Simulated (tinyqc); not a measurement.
Hubbard chain of 6 sites, step by step. One step of it, computed by the program tinyqc.

Task: Mean-field iteration 2. H(up) = T + U n(down), H(down) = T + U n(up); fill the lowest levels; n(new) = n + mixing (n(out) - n); E = tr T (rho up + rho down) + U sum n_up n_down of the output.

one-body matrix (hopping and site energies) (eV), lower triangle:
```
           1          2          3          4          5         6
1   0.000000
2  -1.660000   0.730000
3   0.000000  -1.660000   0.250000
4   0.000000   0.000000  -1.660000   0.120000
5   0.000000   0.000000   0.000000  -1.660000  -0.360000
6   0.000000   0.000000   0.000000   0.000000  -1.660000  0.040000
```

U = 12.000000 eV

electrons, up and down: 3  3

mixing = 0.500000

n(up) after iteration 1: 1 0.882388, 2 0.134101, 3 0.864164, 4 0.135743, 5 0.864651, 6 0.118953

n(down) after iteration 1: 1 0.124369, 2 0.855547, 3 0.137813, 4 0.862026, 5 0.142693, 6 0.877551

Give: levels, up; levels, down; energy; n(up) after iteration 2; n(down) after iteration 2.

Result:

levels, up (eV): 0.6562  1.0728  1.6155  10.6203  11.1312  11.6839

levels, down (eV): 0.8236  1.3656  1.8687  10.4619  10.8020  11.4582

energy = -1.3780 eV

n(up) after iteration 2: 1 0.9282, 2 0.0929, 3 0.9048, 4 0.0951, 5 0.9058, 6 0.0732

n(down) after iteration 2: 1 0.0787, 2 0.8963, 3 0.0972, 4 0.9026, 5 0.1019, 6 0.9233
